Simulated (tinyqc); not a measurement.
# Admittance spectroscopy of a deep trap: admittance against temperature

Schottky contact on an n-type layer with shallow donors Nd (all ionised) and a donor-like deep trap, neutral when filled and positive when empty; depletion approximation. Traps within lam of the depletion edge stay filled. The traps at xt = W - lam, where the level crosses the Fermi level, follow a slow signal and not a fast one. w = 2 pi f.

Emission rate en = sn vth(T) Nc(T) exp(-Et/kB T) = sn g T^2 exp(-Et/kB T), g = vth Nc/(300 K)^2, as vth goes as T^0.5 and Nc as T^1.5 (degeneracy factor 1). lam = sqrt(2 eps0 eps_r (EF - ET)/(q Nd)), EF - ET = Et - (kB T/q) ln(Nc(T)/Nd), Nc(T) = Nc (T/300 K)^1.5. In the steady state at the band bending V, 2 eps0 eps_r V/q = Nd W^2 + Nt (W - lam)^2 (the second term only if W > lam). V = Vbi + Vr. C_HF = eps0 eps_r/W, C_LF = eps0 eps_r (Nd + Nt)/(Nd W + Nt xt). Inflection frequency w0 = 2 en [1 + Nt xt/(Nd W)]; C = C_HF + (C_LF - C_HF)/(1 + (w/w0)^2), G/w = (C_LF - C_HF)(w/w0)/(1 + (w/w0)^2).

Inputs (values chosen for the exercise); material values close to those of silicon: relative permittivity eps_r = 11.6; conduction-band density of states at 300 K Nc = 2.77e19 cm^-3; thermal velocity at 300 K vth = 2.3e7 cm/s; shallow donor density Nd = 5.4e15 cm^-3; built-in voltage Vbi = 0.81 V; depth of the trap below the conduction edge Et = 0.22 eV; capture cross-section sn = 9e-17 cm^2; trap density Nt = 4.2e15 cm^-3; reverse bias Vr = 0.7 V; signal frequency f = 2e5 Hz.

Constants: q = 1.602176634e-19 C, kB = 1.380649e-23 J/K, eps0 = 8.8541878128e-14 F/cm where lengths are in cm. Results are converted to the units shown.

Result of one run:
```
w0/(2 pi) (Hz)  C (nF/cm^2)  G/w (nF/cm^2)
4.042e5               22.60         0.9003
```

Which temperature T gave this result: 229, 238, 257 or 276 K?

T = 238 K.

The whole series:
```
T (K)  w0/(2 pi) (Hz)  C (nF/cm^2)  G/w (nF/cm^2)
192           1.951e4        20.28         0.2821
201           3.900e4        20.45         0.5272
210           7.378e4        20.76         0.8728
220           1.417e5        21.40          1.201
229           2.438e5        22.10          1.182
238           4.042e5        22.60         0.9003
248           6.820e5        22.85         0.5634
257           1.059e6        22.93         0.3478
266           1.603e6        22.94         0.2095
276           2.474e6        22.93         0.1157
285           3.582e6        22.91        0.06335
```

G/w goes from 0.282 through a maximum of 1.20 (at T = 220 K among the rows listed) to 0.0634 nF/cm^2, where w0 passes the signal: w0/(2 pi) rises from 19500 to 3.58e6 Hz. C goes from 20.28 through a maximum of 22.94 (at T = 266 K among the rows listed) to 22.91 nF/cm^2.

tinyqc, about 0.01 s, one thread, Intel Xeon 2.30GHz (shared host): `OMP_NUM_THREADS=1 python tinyqc.py 2050160 2050161 out.jsonl`
